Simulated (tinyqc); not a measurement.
True capacitance, leakage and series resistance from two frequencies.

Inverse problem. A capacitance C in parallel with G and in series with Rs is measured as Cp and D = Gp/(w Cp) at two frequencies. The series reading Cs = Cp (1 + D^2) equals C + G^2/(w^2 C), and Re Z = D/(w Cp (1 + D^2)) = Rs + G/(G^2 + w^2 C^2). Find C, G and Rs.

f (Hz): 10000  1e5
Cp (pF): 4.08607188  4.08607150
D: 1.89180673  0.189485710

Answer. w^2 Cs = w^2 C + G^2/C is a straight line in w^2 with slope C; the intercept gives G, and the real part then gives Rs.

C = 4.09 pF
G = 0.486 uS
Rs = 120 ohm

Program tinyqc, `OMP_NUM_THREADS=1 python tinyqc.py 2022048 2022049 out.jsonl`; Intel Xeon 2.30GHz, shared host, one thread, about 0.01 s.
